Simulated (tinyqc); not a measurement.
What each parameter does: pi bands of a honeycomb layer in tight binding.

Lattice vectors a (1,0) and a (1/2, sqrt3/2); f = exp(i ky a/sqrt3) + 2 cos(kx a/2) exp(-i ky a/(2 sqrt3)), w = |f|. H = [[D - t2 F, -t f], [., -D - t2 F]] with F = w^2 - 3, S = [[1, s0 f], [., 1]]; the levels solve det(H - E S) = 0. K = (4 pi/3a, 0), M = (pi/a, pi/(sqrt3 a)); w = 3, 1, 0 at Gamma, M, K.

Inputs chosen for the exercise (of the size used for hexagonal BN; the results hold for these values, not for the real material): a = 2.5 angstrom (lattice constant); t = 2.49 eV (nearest hopping); t2 = 0 eV (second-neighbour hopping); s0 = 0 (overlap of neighbours); D = 2.85 eV (+D on A, -D on B).

Gap at K, difference at M, and the two levels at Gamma, from (e - E)^2 - D^2 - (t + s0 E)^2 w^2 = 0, e = -t2 (w^2 - 3).

Results for these values:
```
case  gap at K (eV)  difference at M (eV)  lower at Gamma (eV)  upper at Gamma (eV)
base         5.7000                7.5690              -7.9952               7.9952
```

What happens to each result for t = 2.6145 eV, all else kept?

Answer: gap at K does not change at the printed digits; difference at M rises from 7.5690 to 7.7351; lower at Gamma falls from -7.9952 to -8.3452; upper at Gamma rises from 7.9952 to 8.3452.

The same for each parameter in turn:
```
case               gap at K (eV)  difference at M (eV)  lower at Gamma (eV)  upper at Gamma (eV)
base                      5.7000                7.5690              -7.9952               7.9952
t = 2.6145 eV             5.7000                7.7351              -8.3452               8.3452
t2 = 0.05 eV              5.7000                7.5690              -8.2952               7.6952
s0 = 0.03                 5.7000                7.5739              -7.3786               8.7341
D = 2.95 eV               5.9000                7.7208              -8.0314               8.0314
a = 2.55 angstrom         5.7000                7.5690              -7.9952               7.9952
```

At points fixed by symmetry a drops out; the gap at K is 2D whatever the hoppings.

(tinyqc, `OMP_NUM_THREADS=1 python tinyqc.py 1482265 1482266 out.jsonl`, Intel(R) Xeon(R) Processor @ 2.30GHz, 1 thread, shared host, about 0.01 s.)
